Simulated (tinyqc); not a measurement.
Weak link from the transmission.

Problem. An infinite chain has hopping -t with t = 1 eV and site energy 0; E = -2 t cos(k) with E = -0.11 eV. One bond has the hopping -y t with 0 < y < 1, so T(E) = 4 y^2 sin^2 k/[(1 - y^2)^2 + 4 y^2 sin^2 k]. Find y and the hopping y t.

T(E) = 0.98079712

Solution. With b = |sin k| sqrt(1/T(E) - 1), (1 - y^2)/(2 y) = b, whose root below 1 is sqrt(b^2 + 1) - b.

y = 0.8700
y t = 0.8700 eV

Numbers from tinyqc (`OMP_NUM_THREADS=1 python tinyqc.py 2660016 2660017 out.jsonl`; about 0.01 s on one thread of a shared Intel Xeon 2.30GHz).
